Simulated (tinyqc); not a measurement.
# From overall Si fraction x0 back to metal thickness t

Model: thermodynamics of metal silicides: hull, first phase, silicon consumed, nucleation and stability against SiO2. Computed by tinyqc, a small Python program. Command: `OMP_NUM_THREADS=1 python tinyqc.py 3014116 3014117 out.jsonl silphase inv`. One thread of a shared host (Intel(R) Xeon(R) Processor @ 2.30GHz), about 0.01 s of CPU time with the checks.

Entropies of formation of the solids are neglected, so heats stand for free energies. Si fractions: M5Si3 0.3750, MSi 0.5000, MSi2 0.6667.

Inputs (values chosen for the exercise, of the order of those of tungsten silicides for heats and volumes only): heat of formation of M5Si3 = -16.9 kJ/mol atoms; heat of formation of MSi = -14.8 kJ/mol atoms; heat of formation of MSi2 = -26.1 kJ/mol atoms; molar volume of M = 9.55 cm^3/mol; molar volume of Si = 12.06 cm^3/mol; silicon available t_Si = 64 nm.

Phases: M5Si3, MSi, MSi2.

Method. A phase is stable if it lies below every straight line between a phase on its left and one on its right (M and Si at zero). Distance = its heat less the lowest such line, negative for a stable phase. Overall Si fraction x0 = (t_Si/V_Si)/(t_Si/V_Si + t/V_M). In equilibrium the two stable phases that bracket x0 share the atoms by the lever rule.

Question. A run gave the result below. Find the metal thickness t, known to lie between 25 and 43 nm.

overall Si fraction x0 = 0.5787367

Answer.

Each step takes the trial c = (a f_b - b f_a)/(f_b - f_a), f being the result less the target and a, b, c the logarithms of the listed values; c replaces end b, the old b replaces a if the sign of f changed, and otherwise f_a is halved.

Scan of the range:
```
metal thickness t (nm)  overall Si fraction x0
25.0                                  0.669661
27.4                                  0.649078
30.0                                  0.628160
32.8                                  0.607091
35.9                                  0.585354
39.3                                  0.563236
43.0                                  0.540990
```

False position (Illinois rule, in the logarithm of the input) inside the bracket:
```
step    end a    end b    trial  overall Si fraction x0
1     35.9000  39.3000  36.8852                0.578768
2     39.3000  36.8852  36.8900                0.578737
3     39.3000  36.8900  36.8900                0.578737
4     36.8900  36.8900  36.8900                0.578737
```

Overall Si fraction x0 falls at every point of a 13-point scan of the range (every second point is shown), so one value fits; it is bracketed by 35.9 and 39.3. Answer: metal thickness t = 36.89 nm.
